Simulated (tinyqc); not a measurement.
Floating body of a partially depleted SOI transistor: body voltage and kink: one step of the calculation.

Source at 0 V. Channel current Ic = 2 nf K Vt^2 [F(0) - F(Vd)](1 + la Vd), F(V) = ln^2(1 + exp((Vg - VT - nf V)/(2 nf Vt))), VT = VT0 - gb Vb. Saturation voltage Vs = 2 Vt sqrt(F(0)) + 3 Vt, excess Ve = (Vd - Vs + sqrt((Vd - Vs)^2 + 0.0004 V^2))/2, multiplication M1 = Ai Ve exp(-Bl/Ve). Each junction passes D(v) = J1 (exp(v/Vt) - 1) + J2 (exp(v/(2 Vt)) - 1). Bipolar current Ib = bb J1 (exp(Vb/Vt) - 1). The body settles where M1 (Ic + Ib) = D(Vb) + D(Vb - Vd) + Vb/Rb; drain current Id = (1 + M1)(Ic + Ib) - D(Vb - Vd).

Task. Drain current with floating and with grounded body. Id and VT at the converged Vb, Id at Vb = 0, their ratio, and the bipolar share Ib/(Ic + Ib).

Parameters, values chosen for the exercise; values of the order met in partially depleted silicon-on-insulator transistors:
```
symbol    value         unit                                                                                            meaning
T           358            K                                                                                        temperature
VT0        0.54            V                                                                     threshold at zero body voltage
gb         0.24                                                                  fall of the threshold per volt of body voltage
nf         1.39                                                                                                    slope factor
K           140  uA/(V^2 um)                                                                              gain factor per width
la         0.06          1/V                                                                   channel-length modulation factor
Ai          3.1          1/V                                                                        impact-ionisation prefactor
Bl          6.8            V                                                                          impact-ionisation voltage
J1      1.3e-10        uA/um                                                      diffusion saturation current of each junction
J2       9.3e-9        uA/um                                                  recombination saturation current of each junction
bb            3                                                 gain of the lateral bipolar transistor on the diffusion current
Rb          7e5      kohm um  resistance of a weak body tie to the source (1e9 stands for no tie, and the term is then dropped)
Vg         0.46            V                                                                                       gate voltage
Vd          2.4            V                                                                                      drain voltage
```

Constants: q = 1.602176634e-19 C, kB = 1.380649e-23 J/K, Vt = kB T/q. Results are converted to the units shown.

converged Vb = 0.76309502 V

Find: VT; Id, floating; Id, grounded; ratio; bipolar share.

Result.

VT = 0.35686 V
Id, floating = 29.657 uA/um
Id, grounded = 0.063557 uA/um
ratio = 466.62
bipolar share = 95.950 %

The body rises to 0.763 V and lowers the threshold by 183 mV.

Range of the model: The multiplication law is an empirical form chosen for the exercise; self-heating and capacitive coupling to the body are left out, and the linear laws are rough once Vb passes about 0.7 V or M1 about 0.1.

tinyqc, about 0.2 s, one thread, Intel Xeon 2.30GHz (shared host): `OMP_NUM_THREADS=1 python tinyqc.py 2182251 2182252 out.jsonl`
